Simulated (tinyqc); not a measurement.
# Worked calculation: MOSFET in the linear regime without short-channel effects, parameter extraction from computed curves

Program tinyqc, `OMP_NUM_THREADS=1 python tinyqc.py 2210144 2210145 out.jsonl`; Intel Xeon 2.30GHz, shared host, one thread, about 0.02 s. Printed values are rounded.

Inversion charge Q = Cox n Vt W0(exp((Vg - VT)/(n Vt))), W0 the Lambert function and n = nf; u = Q/Cox; mobility mu = mu0/(1 + th1 u + th2 u^2); channel resistance Rch = (L - dL)/(W mu Q); Id = Vd/(Rch + Rsd/W). Cox = eps0 eox/tox. Small Vd, no channel-length or drain effects.

Values chosen for this exercise; channel values of the order met in silicon transistors: temperature T = 300 K; relative permittivity of the gate insulator (close to silicon dioxide) eox = 3.9; insulator thickness tox = 2.8 nm; low-field mobility mu0 = 400 cm^2/(V s); first mobility attenuation factor th1 = 0.74 1/V; second mobility attenuation factor th2 = 0.1 1/V^2; threshold voltage VT = 0.69 V; body factor nf = 1.1; gate width W = 10 um; drawn gate length L = 0.12 um; drawn less effective length dL = 0.005 um; source plus drain resistance Rsd = 370 ohm um; drain voltage Vd = 0.02 V.

Constants: q = 1.602176634e-19 C, kB = 1.380649e-23 J/K, Vt = kB T/q, eps0 = 8.8541878128e-14 F/cm where lengths are in cm. Results are converted to the units shown.

## Transfer curve

Vg, point 0 to 9 (V): 0.39  0.54  0.69  0.84  0.99  1.14  1.29  1.44  1.59  1.74

u, mu, Rch and Id as defined.

```
point       u (V)  mu (cm^2/(V s))  Rch (ohm)     Id (uA)
0      7.45176e-7          400.000  3.12841e7  6.39301e-4
1      1.44833e-4          399.957  1.60976e5    0.124213
2       0.0161280          395.272    1462.74     13.3357
3        0.111218          369.161    227.119     75.7235
4        0.239415          338.152    115.181     131.423
5        0.376538          309.402    80.0407     170.881
6        0.517495          283.743    63.5055     198.994
7        0.660554          261.021    54.0827     219.581
8        0.804933          240.900    48.0891     235.048
9        0.950214          223.034    43.9997     246.914
```

## Threshold and mobility at the peak transconductance

gm_i = (Id_(i+1) - Id_(i-1))/(Vg_(i+1) - Vg_(i-1)); at the point j of largest gm the tangent meets the axis at V_ext = Vg_j - Id_j/gm_j; field-effect mobility gm_j L/(W Cox Vd) with the drawn L.

gm, point 1 to 8 (uS): 44.4501  251.998  393.624  317.191  225.238  162.333  120.179  91.1125
j = 3
V_ext = 0.647625 V
field-effect mobility = 191.504 cm^2/(V s)

V_ext is 42 mV below the model VT, and the mobility so found is 54 % below mu0 L/(L - dL) = 417 cm^2/(V s), the value for the drawn L; attenuation, series resistance and the slow approach of Q to a straight line all lower the peak gm.

## The Y function

Y_i = Id_i/sqrt(gm_i). For Id = beta Vd x/(1 + th x), x = Vg - VT, Y = sqrt(beta Vd) x whatever th. Slope s from points 5 and 8; VT_Y = Vg - Y/s at point 8; beta = s^2/Vd; mobility beta L/(W Cox) with the drawn L; th* = (beta Vd x/Id - 1)/x at point 8.

Y, point 1 to 8 (uA^0.5 V^0.5): 0.0186308  0.840072  3.81672  7.37922  11.3860  15.6184  20.0300  24.6245
s = 29.4188 uA^0.5 V^-0.5
VT_Y = 0.752967 V
beta = 43273.2 uA/V^2
mobility from Y = 421.061 cm^2/(V s)
th* = 2.48738 1/V

The mobility from Y is 0.88 % above mu0 L/(L - dL) = 417 cm^2/(V s), which it should reach in deep inversion when th2 = 0. th* compares with th1 + mu0 Cox Rsd/(L - dL) = 2.33 1/V, since series resistance enters like th1. The match is poor here: at these overdrives Q is not yet a straight line in Vg and th2 bends Y.
